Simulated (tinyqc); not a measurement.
Polar nitride quantum well with polarisation fields: one step. Estimate from two triangular wells. Two cases, with inputs chosen for the exercise.

Question. For a strong field: E = Eg - |e F_w| Lw + a0 (c (e F_w)^2)^(1/3) (me^(-1/3) + mh^(-1/3)), a0 = 2.338107, hard walls, c = hbar^2/2m0, 1 MV/cm = 0.01 V/angstrom.

Constants: hbar^2/2m0 = 3.80998211 eV angstrom^2.

Give: electron term; hole term; E.

Case 1.

Values chosen (near those of a GaN well in AlGaN; not measured data): Eg = 3.44 eV (gap of the well); Lw = 22 angstrom (well width); me = 0.2 m0 (electron, well); mh = 1.58 m0 (hole, everywhere); Vc = 0.278 eV (conduction offset); Vv = 0.131 eV (valence offset).

F_w = -0.97943 MV/cm

Results:

| case | E_e (eV) | E_h (eV) | <z>_e | <z>_h | overlap^2 | E (eV) | nm |
|---|---|---|---|---|---|---|---|
| no field | 0.113720 | 0.024952 | 0.000 | 0.000 | 0.92844 | 3.578673 | 346.453 |
| built-in field | 0.099055 | -0.010031 | 4.275 | -6.815 | 0.48344 | 3.529024 | 351.327 |

Answer.

electron term = 0.2859 eV
hole term = 0.1435 eV
E = 3.6539 eV

The electron term exceeds the drop across the well, so the electron still feels the far wall and the estimate is outside its range. Against the grid result 3.5290 eV the estimate errs by +125 meV: +79 from the electron and +46 from the hole, since hard walls stand in for offsets of 0.278 and 0.131 eV into which the carriers leak.

Case 2.

Values chosen (near those of a GaN well in AlN; not measured data): Eg = 3.44 eV (gap of the well); Lw = 23 angstrom (well width); me = 0.2 m0 (electron, well); mh = 1.89 m0 (hole, everywhere); Vc = 1.85 eV (conduction offset); Vv = 0.87 eV (valence offset).

F_w = -7.51133 MV/cm

Results:

| case | E_e (eV) | E_h (eV) | <z>_e | <z>_h | overlap^2 | E (eV) | nm |
|---|---|---|---|---|---|---|---|
| no field | 0.194308 | 0.029268 | 0.000 | 0.000 | 0.97675 | 3.663575 | 338.424 |
| built-in field | -0.047198 | -0.459424 | 5.689 | -8.590 | 0.031457 | 2.933378 | 422.667 |

Answer.

electron term = 1.1117 eV
hole term = 0.5258 eV
E = 3.3499 eV

Both terms lie below the drop across the well, but the estimate also takes the near wall as infinitely high. Against the grid result 2.9334 eV the estimate errs by +416 meV: +295 from the electron and +121 from the hole, since hard walls stand in for offsets of 1.85 and 0.87 eV into which the carriers leak.

Computed by tinyqc, one run a case: `OMP_NUM_THREADS=1 python tinyqc.py N N+1 out.jsonl` with N = 1252668, 1280242; one thread of a shared Intel(R) Xeon(R) Processor @ 2.30GHz, about 0.06 s a run at most.
